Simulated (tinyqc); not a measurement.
## Electron continuity equation in a given potential, Scharfetter-Gummel discretisation: error of the current against the mesh

Steady state in one dimension: J = q mu n E + q D dn/dx with E = -dpsi/dx and D = mu Vt, dJ/dx = 0, fixed densities nL and nR at the ends. The potential is given, psi = U x/L, and is not changed by the electrons.

Fluxes J_i = (q D/h)(n_(i+1) P_i - n_i Q_i), d_i = (psi_(i+1) - psi_i)/Vt: Scharfetter-Gummel P = B(d), Q = B(-d), B(d) = d/(exp(d) - 1); central P = 1 - d/2, Q = 1 + d/2; upwind P = 1 + max(-d, 0), Q = 1 + max(d, 0). Balance at each inner node: J_i - J_(i-1) = 0. The reference is Scharfetter-Gummel on 4000 intervals or more. Errors are those of J on the first interval against the reference at its midpoint; errors under 1e-6 % are printed as 0.

Values chosen for this exercise; mobility close to that of silicon at room temperature: temperature T = 450 K; electron mobility mu = 1360 cm^2/(V s); length of the region L = 0.76 um; density at x = 0 nL = 2e13 cm^-3; density at x = L nR = 6.4e13 cm^-3; potential difference psi(L) - psi(0) U = 0.3 V.

Constants: q = 1.602176634e-19 C, kB = 1.380649e-23 J/K, Vt = kB T/q. Results are converted to the units shown.

The same in every row: reference J (A/cm^2) = -17.19.

Results:
```
N    largest |d|  SG error (%)  central error (%)  upwind error (%)
5          1.547             0             0.0887             -1.98
10        0.7736             0             0.0333            -0.621
20        0.3868             0            9.04e-3            -0.222
80       0.09670             0            5.79e-4           -0.0406
160      0.04835             0            1.45e-4           -0.0191
```

Estimate the missing row, N = 40.

Computed row:
```
N   largest |d|  SG error (%)  central error (%)  upwind error (%)
40       0.1934             0            2.31e-3           -0.0907
```

With this row back in the table: From N = 80 to 160 the error shrinks by 4.0 (central), 2.1 (upwind); 4 marks second order and 2 first order. Scharfetter-Gummel has no error at any N here, being exact for this potential without sources.

tinyqc, about 0.01 s, one thread, Intel Xeon 2.30GHz (shared host): `OMP_NUM_THREADS=1 python tinyqc.py 2220069 2220070 out.jsonl`
